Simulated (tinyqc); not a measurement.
# Series resistance and length offset from two lengths at two overdrives

Problem. In strong inversion R W = Rsd + k(x)(L - dL), k(x) = (1 + th1 x)/(mu0 Cox x), x the overdrive, Cox = eps0 eox/tox, with Rsd and dL independent of x. Find dL, Rsd, mu0 and th1.

Inputs (values chosen for the exercise):
- eox = 9.05 (relative permittivity of the gate insulator (close to aluminium oxide))
- tox = 12 nm (insulator thickness)

Constants: eps0 = 8.8541878128e-14 F/cm where lengths are in cm. Results are converted to the units shown.

total resistance times width (ohm um):
```
                  L = 0.052 um  L = 1.4 um
overdrive 0.53 V    630.341161  15504.6972
overdrive 0.99 V    453.779131  9225.42704
```

Solution. At each overdrive R W is a straight line in L; the two lines cross at L = dL, R W = Rsd. Their slopes give k x = (1 + th1 x)/(mu0 Cox), a straight line in x.

dL = 0.01300 um
Rsd = 200.0 ohm um
mu0 = 290.0 cm^2/(V s)
th1 = 0.2500 1/V

Numbers from tinyqc (`OMP_NUM_THREADS=1 python tinyqc.py 2210098 2210099 out.jsonl`; about 0.01 s on one thread of a shared Intel Xeon 2.30GHz).
